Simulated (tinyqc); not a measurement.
Electron mobility in a silicon inversion layer, empirical terms and Matthiessen rule: one step of the calculation.

Inversion layer of sheet density Ns on a uniformly doped body. The mobility terms are empirical power laws with prefactors chosen for the exercise; adding their inverses (Matthiessen) is itself an approximation.

Question. Mobility terms and their sum. With t = T/(300 K): muC = Ac (Ns/1e12 cm^-2) t/(Nb/1e17 cm^-3 + Nit/1e11 cm^-2), muP = Ap E^(-1/3) t^(-1.75), muS = As E^(-gs); 1/mu is the sum of the inverses.

Values chosen for this exercise; material values close to those of silicon: temperature T = 300 K; body doping Nb = 3.8e17 cm^-3; phonon-limited mobility at 1 MV/cm and 300 K Ap = 467 cm^2/(V s); roughness-limited mobility at 1 MV/cm As = 1170 cm^2/(V s); exponent of the roughness term gs = 2; Coulomb prefactor Ac = 3000 cm^2/(V s); charge at the interface Nit = 5.5e10 cm^-2; inversion density Ns = 3.9e12 cm^-2.

E = 0.76742103 MV/cm

Give: terms; mu; shares of 1/mu.

Answer.

terms (cm^2/(V s)): Coulomb 2689.7, phonon 510.08, roughness 1986.6
mu = 352.66 cm^2/(V s)
shares of 1/mu (%): Coulomb 13.112, phonon 69.137, roughness 17.751

The phonon term limits most.

tinyqc, about 0.01 s, one thread, Intel Xeon 2.30GHz (shared host): `OMP_NUM_THREADS=1 python tinyqc.py 2510096 2510097 out.jsonl`
